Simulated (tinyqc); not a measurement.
## Small-signal admittance of a forward-biased p+-n diode: admittance against frequency

Holes injected into a neutral base of width wb with an ohmic contact at its end; low injection, p0 far above the equilibrium density. A small voltage v exp(i w t), w = 2 pi f, modulates the edge density by p0 v/Vt, and the small-signal density obeys Dp d2p/dx2 = (1/tau + i w) p.

L = sqrt(Dp tau); direct current J = (q Dp p0/L) coth(wb/L); k = sqrt(1 + i w tau)/L; diffusion admittance Y = (q Dp p0/Vt) k coth(k wb) = G + i w C_diff; junction capacitance C_j = sqrt(q eps0 eps_r Nd/(2 Vr)) in the depletion approximation, with the remaining barrier Vr = Vt ln(Na/p0), a rough value under forward bias; base-width modulation is left out. Measured admittance 1/[Rs + 1/(Y + i w C_j)].

Values chosen for this exercise; permittivity close to that of silicon:

| symbol | value | unit | meaning |
|---|---|---|---|
| T | 275 | K | temperature |
| eps_r | 11.7 |  | relative permittivity |
| Nd | 2.7e16 | cm^-3 | donor density of the base |
| Dp | 6 | cm^2/s | hole diffusion coefficient |
| tau | 8e-9 | s | hole lifetime |
| wb | 1.4 | um | width of the neutral base |
| p0 | 7.3e12 | cm^-3 | excess hole density at the junction edge |
| Na | 9e19 | cm^-3 | acceptor density of the p+ side |
| Rs | 0.00066 | ohm cm^2 | series resistance |

Constants: q = 1.602176634e-19 C, kB = 1.380649e-23 J/K, Vt = kB T/q, eps0 = 8.8541878128e-14 F/cm where lengths are in cm. Results are converted to the units shown.

The same in every row: C_j (uF/cm^2) = 0.07610.

Result of one run:

| f (Hz) | w tau | G (S/cm^2) | C_diff (uF/cm^2) | measured G (S/cm^2) | measured C (uF/cm^2) | phase of the measured Y (degrees) |
|---|---|---|---|---|---|---|
| 6e6 | 0.3016 | 2.396 | 0.002185 | 2.398 | 0.07804 | 50.81 |

What becomes of these results when the signal frequency f is changed from 6e6 to 1e8 Hz, all else the same?

Result of the changed run:

| f (Hz) | w tau | G (S/cm^2) | C_diff (uF/cm^2) | measured G (S/cm^2) | measured C (uF/cm^2) | phase of the measured Y (degrees) |
|---|---|---|---|---|---|---|
| 1e8 | 5.027 | 2.566 | 0.002134 | 4.147 | 0.07789 | 85.16 |

The whole series:

| f (Hz) | w tau | G (S/cm^2) | C_diff (uF/cm^2) | measured G (S/cm^2) | measured C (uF/cm^2) | phase of the measured Y (degrees) |
|---|---|---|---|---|---|---|
| 3e5 | 0.01508 | 2.396 | 0.002185 | 2.392 | 0.07804 | 3.519 |
| 1e6 | 0.05027 | 2.396 | 0.002185 | 2.392 | 0.07804 | 11.58 |
| 6e6 | 0.3016 | 2.396 | 0.002185 | 2.398 | 0.07804 | 50.81 |
| 2e7 | 1.005 | 2.403 | 0.002183 | 2.462 | 0.07803 | 75.90 |
| 1e8 | 5.027 | 2.566 | 0.002134 | 4.147 | 0.07789 | 85.16 |
| 4e8 | 20.11 | 4.205 | 0.001666 | 28.79 | 0.07608 | 81.44 |
| 2e9 | 100.5 | 9.629 | 7.586e-4 | 440.7 | 0.05416 | 57.08 |
| 7e9 | 351.9 | 17.95 | 4.070e-4 | 1258 | 0.01285 | 24.19 |
| 3e10 | 1508 | 37.13 | 1.968e-4 | 1498 | 8.371e-4 | 6.013 |

G starts at J/Vt = 2.40 S/cm^2 and C_diff at (J tau/(2 Vt))(1 - 2 x/sinh 2x) = 0.00218 uF/cm^2, x = wb/L = 0.639. Between the last two rows G goes as f^(0.50) and C_diff as f^(-0.50); the limits are 1/2 and -1/2, reached when the signal penetrates only sqrt(Dp/w). The measured C is 0.32 % below C_diff + C_j in the first row and 99 % below it in the last, the difference being due to Rs.

Numbers from tinyqc (`OMP_NUM_THREADS=1 python tinyqc.py 2890148 2890149 out.jsonl`; about 0.01 s on one thread of a shared Intel Xeon 2.30GHz).
